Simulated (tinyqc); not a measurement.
Born-Mayer model of an ionic crystal AB. Changing the unlike repulsion lambda. Computed by tinyqc, a small Python program. Command: `OMP_NUM_THREADS=1 python tinyqc.py 3025171 3025172 out.jsonl bornmayer sweep`. One thread of a shared host (Intel(R) Xeon(R) Processor @ 2.30GHz), about 0.01 s of CPU time with the checks.

Energies are per ion pair and r is the nearest distance of unlike ions.

Inputs (values chosen for the exercise, for a model salt): ionic charge z = 2; range rho = 0.304 angstrom; like repulsion lambda2 = 191 eV; dispersion C between like ions = 89 eV angstrom^6.

Structure: zinc blende. Short range: with like-ion terms.

Constants: e^2/(4 pi eps_0) = 14.39964548 eV angstrom; 1 eV/angstrom^3 = 160.2176634 GPa.

Method:
- Madelung constant M, unlike neighbours z1, like neighbours z2 at f r, volume per pair: rock salt 1.747565, 6, 12, sqrt2, 2 r^3; caesium chloride 1.762675, 8, 6, 2/sqrt3, 8 r^3/(3 sqrt3); zinc blende 1.638055, 4, 12, sqrt(8/3), 16 r^3/(3 sqrt3).
- U(r) = -M z^2 e^2/(4 pi eps_0 r) + z1 lambda exp(-r/rho) + z2 [lambda2 exp(-f r/rho) - C/(f r)^6] (one mean like-ion term for both sublattices).
- Newton steps on g(r) = U'(r), from r = 9 rho: r(new) = r - U'(r)/U''(r), with the move limited to 0.3 angstrom. Where U'' is negative, move 0.3 angstrom downhill. Stop when |U'| is below 1e-9.
- B = U''(r0)/(9 c r0), with the volume written as c r^3.

One run for each value; columns: (1) unlike repulsion lambda (eV); (2) equilibrium distance r0 (angstrom); (3) lattice energy U (eV per pair); (4) bulk modulus B (GPa):
```
(1)       (2)      (3)     (4)
970    1.8060  -43.521  196.96
1600   2.0566  -39.203  145.75
2800   2.3069  -35.593  108.52
4700   2.5244  -32.936   85.36
8000   2.7390  -30.669   68.41
13000  2.9293  -28.900   56.90
23000  3.1480  -27.101   46.62
39000  3.3467  -25.649   39.32
```

Over the rows, equilibrium distance r0 (angstrom) rises from 1.81 to 3.35 (exponent d ln y / d ln x 0.26 between the first rows and 0.12 between the last); lattice energy U (eV per pair) rises from -43.5 to -25.6 (exponent d ln y / d ln x -0.21 between the first rows and -0.10 between the last); bulk modulus B (GPa) falls from 197 to 39.3 (exponent d ln y / d ln x -0.60 between the first rows and -0.32 between the last). B falls as r0^-2.65 on average; the Coulomb scale alone gives r0^-4, and the factor (r0/rho - 2), exact for nearest-neighbour repulsion alone, softens it.
